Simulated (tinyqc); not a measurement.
Worked calculation: density of states of one tight-binding band on the square lattice. Values are carried at full precision from step to step, so a last printed digit may differ when a step is redone from the rounded ones.

E(k) = -2 t (c1 + c2) - 4 t2 c1 c2 with ci = cos(2 pi ki); k in fractions of the reciprocal vectors, mesh k_i = j/N with j = 0 .. N-1. Densities are per cell and per spin, so the band holds one state.

Values chosen for the exercise: t = 1.69 eV (nearest hopping); t2 = 0.14 eV (second hopping); N = 8 (mesh points along each axis); bins = 8 (bins of the histogram); E_lo = -7.413 eV (lower end of the histogram); E_hi = 6.217 eV (upper end); E = 3.65 eV (energy at which the density is wanted); sigma = 0.845 eV (Gaussian width).

## Energies on the mesh

Evaluate the band at all 64 points and collect equal values.

Distinct energies:
```
E_k (eV)  points
-7.3200        1
-6.1660        4
-5.0600        4
-3.3800        4
-2.3900        8
-0.5940        4
0.0000         4
0.2800         8
0.5600         2
1.3860         4
2.3900         8
3.3800         4
4.5000         4
5.3740         4
6.2000         1
```

The 64 points give 15 distinct energies between -7.3200 and 6.2000 eV; a dense mesh gives a band from -7.320 to 6.200 eV.

## Histogram

Count the points in equal bins from E_lo to E_hi; g = count/(all points x bin width).

Histogram:
```
from (eV)  to (eV)  points  g (1/eV)
-7.4130    -5.7092       5    0.0459
-5.7092    -4.0055       4    0.0367
-4.0055    -2.3018      12    0.1101
-2.3018    -0.5980       0    0.0000
-0.5980     1.1058      18    0.1651
1.1058      2.8095      12    0.1101
2.8095      4.5133       8    0.0734
4.5133      6.2170       5    0.0459
```

Empty bins: 1 of 8; the fullest holds 18 points. Empty bins inside the band come from the coarse mesh, not from gaps.

## Gaussian broadening at one energy

Gaussian broadening: g(E) = mean over the mesh of exp(-(E - E_k)^2/(2 sigma^2))/(sigma sqrt(2 pi)), n(E) = mean of erfc((E_k - E)/(sigma sqrt 2))/2.

Sum over the distinct energies with their counts.

n(E) = 0.8384
g(E) = 0.0699 1/eV

## One triangle of the mesh

For corner energies e1 <= e2 <= e3 and eij = ei - ej, the share of the triangle below E is n = (E - e1)^2/(e21 e31) for e1 < E < e2 and n = 1 - (e3 - E)^2/(e31 e32) for e2 < E < e3; its density of states is g = dn/dE.

corner energies, sorted (eV): 2.3900  3.3800  4.5000

Find its share below E and its density of states at E.

n = 0.6943
g = 0.7194 1/eV

E lies between corners 2 and 3.

## Sum over all linear triangles

Each square of the mesh is cut along (i, j)-(i+1, j+1) into two triangles. For corner energies e1 <= e2 <= e3 and eij = ei - ej, the share of the triangle below E is n = (E - e1)^2/(e21 e31) for e1 < E < e2 and n = 1 - (e3 - E)^2/(e31 e32) for e2 < E < e3; its density of states is g = dn/dE.

Average n and g over all pieces of the mesh. The reference uses the same method with N = 240.

n(E) = 0.8538
g(E) = 0.0722 1/eV
reference n(E) = 0.840
reference g(E) = 0.071 1/eV

On this mesh the linear method errs by +0.001 1/eV in g and +0.014 in n; the Gaussian sum erred by -0.001 and -0.001.

## Checks

- States below the top of the band by the linear method against one: both 1.000000.

Run: tinyqc, `OMP_NUM_THREADS=1 python tinyqc.py 1651242 1651243 out.jsonl`; Intel(R) Xeon(R) Processor @ 2.30GHz, one thread, shared host; about 0.08 s of CPU time with all checks.
